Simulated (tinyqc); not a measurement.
Threshold-voltage variability of a planar MOSFET, analytic estimates: two steps of the calculation.

Three independent sources add in quadrature: random dopants in the depleted layer, metal-gate grains of two orientations, and roughness of the two gate edges acting through the roll-off VT = VT(long) - Vr exp(-L/l). These are first-order estimates: no three-dimensional electrostatics, no percolation.

Parameters, values chosen for the exercise; material values those of a made-up semiconductor: temperature T = 325 K; gate length L = 32 nm; decay length of the threshold roll-off l = 6.1 nm; prefactor of the roll-off Vr = 2.8 V; subthreshold factor n = 1.22; gm/I of a matched pair gI = 15 1/V; spread of the gain factor of one device sb = 0.5 %.

Constants: q = 1.602176634e-19 C, kB = 1.380649e-23 J/K, Vt = kB T/q. Results are converted to the units shown.

Task 1. Total spread, mismatch and leakage. s = sqrt(s1^2 + s2^2 + s3^2). For a pair: s(dVT) = sqrt(2) s; current mismatch sqrt(2) sqrt((gI s)^2 + sb^2); input offset = current mismatch/gI. For a Gaussian VT the off current is log-normal with mean/median = exp(s^2/(2 (n Vt)^2)).

s1 = 10.252751 mV
s2 = 2.9277002 mV
s3 = 2.0945706 mV

Find: s; s(dVT); current mismatch; input offset; mean/median of Ioff.

Result 1.

s = 10.87 mV
s(dVT) = 15.37 mV
current mismatch = 23.06 %
input offset = 15.37 mV
mean/median of Ioff = 1.052

Task 2. A rough gate as parallel slices. Eight equal slices in parallel have lengths L_i with mean L. Slice threshold shift: -Vr [exp(-L_i/l) - exp(-L/l)]; off current of a slice against the smooth gate: (L/L_i) exp(-shift/(n Vt)); the device has the mean.

L_i - L, slice 0 to 7 (nm): -1.2  3.7  -0.2  0.9  1.5  0  -1.8  -2.9

Give: shift; Ioff factor; Ioff of the device against the smooth gate.

Result 2.

```
slice  shift (mV)  Ioff factor
0          -3.207        1.141
1           6.709       0.7365
2          -0.492        1.021
3           2.024       0.9167
4           3.216       0.8694
5           0.000        1.000
6          -5.064        1.229
7          -8.980        1.430
```

Ioff of the device against the smooth gate = 1.043

tinyqc, about 0.01 s, one thread, Intel Xeon 2.30GHz (shared host): `OMP_NUM_THREADS=1 python tinyqc.py 2090005 2090006 out.jsonl`
